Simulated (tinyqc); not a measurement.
What each parameter does: two-band tight binding of a puckered layer.

With X = kx ax/2 and Y = ky ay/2: h = t2 + 2 cos(Y) (t1 exp(iX) + t3 exp(-iX)) + t5 exp(2iX), d = 4 t4 cos(X) cos(Y), H = [[d, h], [h*, d]], E = d -/+ |h|.

Constants: hbar^2/2m0 = 3.80998211 eV angstrom^2.

Values chosen for the exercise (near a published set for monolayer black phosphorus; shifted at random, so the results belong to these values and not to a real crystal):

| symbol | value | unit | meaning |
|---|---|---|---|
| ax | 4.58 | angstrom | period along x (armchair) |
| ay | 3.28 | angstrom | period along y (zigzag) |
| t1 | -1.217 | eV | along the zigzag |
| t2 | 3.651 | eV | across the pucker |
| t3 | -0.215 | eV | second in the sheet |
| t4 | -0.101 | eV | same sublattice |
| t5 | -0.06 | eV | far across |

Gap at Gamma and masses m/m0 = c q^2/|E(q) - E(0)| with q = 0.001 1/angstrom, c = hbar^2/2m0.

Results for these values:

| case | gap (eV) | m_e x | m_h x | m_e y | m_h y |
|---|---|---|---|---|---|
| base | 1.4540 | 0.1496 | 0.1632 | 0.867 | 1.152 |

What happens to each result for t5 = -0.03 eV, all else kept?

Answer: gap rises from 1.4540 to 1.5140; m_e x rises from 0.1496 to 0.1612; m_h x rises from 0.1632 to 0.1770; m_e y does not change at the printed digits; m_h y does not change at the printed digits.

The same for each parameter in turn:

| case | gap (eV) | m_e x | m_h x | m_e y | m_h y |
|---|---|---|---|---|---|
| base | 1.4540 | 0.1496 | 0.1632 | 0.867 | 1.152 |
| t1 = -1.187 eV | 1.5740 | 0.1640 | 0.1804 | 0.883 | 1.180 |
| t2 = 3.681 eV | 1.5140 | 0.1535 | 0.1678 | 0.867 | 1.152 |
| t3 = -0.185 eV | 1.5740 | 0.1528 | 0.1670 | 0.883 | 1.180 |
| t4 = -0.071 eV | 1.4540 | 0.1515 | 0.1610 | 0.900 | 1.098 |
| t5 = -0.03 eV | 1.5140 | 0.1612 | 0.1770 | 0.867 | 1.152 |
| ax = 4.717 angstrom | 1.4540 | 0.1410 | 0.1538 | 0.867 | 1.152 |

(tinyqc, `OMP_NUM_THREADS=1 python tinyqc.py 1480078 1480079 out.jsonl`, Intel(R) Xeon(R) Processor @ 2.30GHz, 1 thread, shared host, about 0.01 s.)
